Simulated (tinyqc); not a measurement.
Regular and subregular solution with a miscibility gap. Changing the overall fraction x0. Computed by tinyqc, a small Python program. Command: `OMP_NUM_THREADS=1 python tinyqc.py 3001937 3001938 out.jsonl regsol sweep`. One thread of a shared host (Intel(R) Xeon(R) Processor @ 2.30GHz), about 0.02 s of CPU time with the checks.

Per mole of mixing sites: G(x) = x (1 - x) [L0 + L1 (1 - 2x)] + R T [x ln x + (1 - x) ln(1 - x)], x the fraction of B.

Inputs (values chosen for the exercise, modelled on Ga(1-x)In(x)As):
```
quantity              value                 unit
lattice constant a_A  5.653             angstrom
lattice constant a_B  6.058             angstrom
constant K            50100  kJ angstrom^2.5/mol
asymmetry L1            1.7               kJ/mol
temperature T           638                    K
start value s0         0.01                    -
```

Source of L0: delta-lattice-parameter rule.

Constants: R = 8.314462618 J/(mol K).

Method:
- A bonding enthalpy -K a^(-2.5) with a linear in x gives L0 = 4.375 K (a_A - a_B)^2/abar^4.5, abar the mean lattice constant; eta = (a_B - a_A)/abar.
- G' = L0 (1 - 2x) + L1 (1 - 6x + 6x^2) + R T ln[x/(1 - x)]; G'' = -2 L0 - 6 L1 (1 - 2x) + R T/[x (1 - x)].
- Common tangent: F1 = G'(x1) - G'(x2) = 0 and F2 = [G - x G'](x1) - [G - x G'](x2) = 0. Newton step: J = [[G''(x1), -G''(x2)], [-x1 G''(x1), x2 G''(x2)]], J dx = -F; a step that would leave 0 < x < 1 is halved until it stays inside. The start is x1 = s0, x2 = 1 - s0.
- Stop when the step is below 1e-12, or when x1 and x2 meet within 1e-5; residuals under 1e-7 are shown as 0.
- Inside the gap the B-rich phase has the fraction f = (x0 - x1)/(x2 - x1), and the gain is (1 - f) G(x1) + f G(x2) - G(x0); outside it one phase remains.

One run for each value:
```
overall fraction x0  fraction f of the B-rich phase  free energy of decomposition (J/mol)
0.05                                         0.0000                                  0.00
0.15                                         0.0563                                -10.93
0.25                                         0.2075                                -83.79
0.35                                         0.3586                               -142.06
0.45                                         0.5097                               -152.59
0.55                                         0.6609                               -116.01
0.65                                         0.8120                                -52.73
0.75                                         0.9632                                 -2.91
0.85                                         1.0000                                  0.00
0.95                                         1.0000                                  0.00
```

Over the rows, fraction f of the B-rich phase rises from 0 to 1.00, flat over part of the range; free energy of decomposition (J/mol) goes from 0 through a minimum among these rows, -153 at 0.450, to 0.

Extremes, crossings and ranges named in words are read from the listed rows.
